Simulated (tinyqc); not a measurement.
## Admittance spectroscopy of a deep trap: admittance against frequency

Schottky contact on an n-type layer with shallow donors Nd (all ionised) and a donor-like deep trap, neutral when filled and positive when empty; depletion approximation. Traps within lam of the depletion edge stay filled. The traps at xt = W - lam, where the level crosses the Fermi level, follow a slow signal and not a fast one. w = 2 pi f.

Emission rate en = sn vth(T) Nc(T) exp(-Et/kB T) = sn g T^2 exp(-Et/kB T), g = vth Nc/(300 K)^2, as vth goes as T^0.5 and Nc as T^1.5 (degeneracy factor 1). lam = sqrt(2 eps0 eps_r (EF - ET)/(q Nd)), EF - ET = Et - (kB T/q) ln(Nc(T)/Nd), Nc(T) = Nc (T/300 K)^1.5. In the steady state at the band bending V, 2 eps0 eps_r V/q = Nd W^2 + Nt (W - lam)^2 (the second term only if W > lam). V = Vbi + Vr. C_HF = eps0 eps_r/W, C_LF = eps0 eps_r (Nd + Nt)/(Nd W + Nt xt). Inflection frequency w0 = 2 en [1 + Nt xt/(Nd W)]; C = C_HF + (C_LF - C_HF)/(1 + (w/w0)^2), G/w = (C_LF - C_HF)(w/w0)/(1 + (w/w0)^2).

Parameters, values chosen for the exercise; material values close to those of silicon:
```
symbol,value,unit,meaning
eps_r,11.9,,relative permittivity
Nc,2.77e19,cm^-3,conduction-band density of states at 300 K
vth,2.3e7,cm/s,thermal velocity at 300 K
Nd,1.1e16,cm^-3,shallow donor density
Vbi,0.54,V,built-in voltage
Et,0.29,eV,depth of the trap below the conduction edge
sn,2.3e-17,cm^2,capture cross-section
Nt,2.5e15,cm^-3,trap density
Vr,0,V,reverse bias
T,223,K,temperature
```

Constants: q = 1.602176634e-19 C, kB = 1.380649e-23 J/K, eps0 = 8.8541878128e-14 F/cm where lengths are in cm. Results are converted to the units shown.

Admittance against frequency:

| f (Hz) | C (nF/cm^2) | G/w (nF/cm^2) |
|---|---|---|
| 27 | 47.14 | 0.1587 |
| 54 | 47.13 | 0.3163 |
| 110 | 47.06 | 0.6352 |
| 210 | 46.84 | 1.155 |
| 420 | 46.13 | 1.933 |
| 840 | 44.68 | 2.338 |
| 1700 | 43.31 | 1.798 |
| 3300 | 42.72 | 1.067 |
| 6600 | 42.53 | 0.5564 |
| 13000 | 42.48 | 0.2855 |
| 26000 | 42.47 | 0.1431 |

What does the comparison show?

C falls from 47.1 to 42.5 nF/cm^2, between C_LF = 47.1 and C_HF = 42.5, and G/w goes from 0.159 through a maximum of 2.34 (at f = 840 Hz among the rows listed) to 0.143 nF/cm^2. The exact peak is half of the step, 2.34 nF/cm^2, at 796 Hz.

Numbers from tinyqc (`OMP_NUM_THREADS=1 python tinyqc.py 2050120 2050121 out.jsonl`; about 0.01 s on one thread of a shared Intel Xeon 2.30GHz).
